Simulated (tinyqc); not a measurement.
Deal-Grove kinetics of thermal oxidation of silicon: one step, computed by the program tinyqc.

Oxidant diffuses through the oxide and reacts at the interface, so that dx/dt = B/(A + 2x) for the oxide thickness x.

Task: Thickness after the oxidation. tau = (x_i^2 + A x_i)/B and x = (A/2) [sqrt(1 + 4 B (t + tau)/A^2) - 1], the root of x^2 + A x = B (t + tau). Silicon consumed is 0.44 times the oxide grown; the rate is B/(A + 2x).

Inputs (values chosen for the exercise, close to those used for silicon): temperature T = 1200 C; initial oxide x_i = 0.1 um; time t = 1.6 h.

Ambient: dry oxygen. Surface: (100).

length A = 0.1556428 um

parabolic constant B = 0.2301540 um^2/h

Give: tau; oxide thickness x; silicon consumed; final growth rate.

Result:

tau = 0.1111 h

oxide thickness x = 0.5545 um

silicon consumed = 0.2000 um

final growth rate = 0.1820 um/h

2x/A = 7.13: diffusion through the oxide limits the rate.
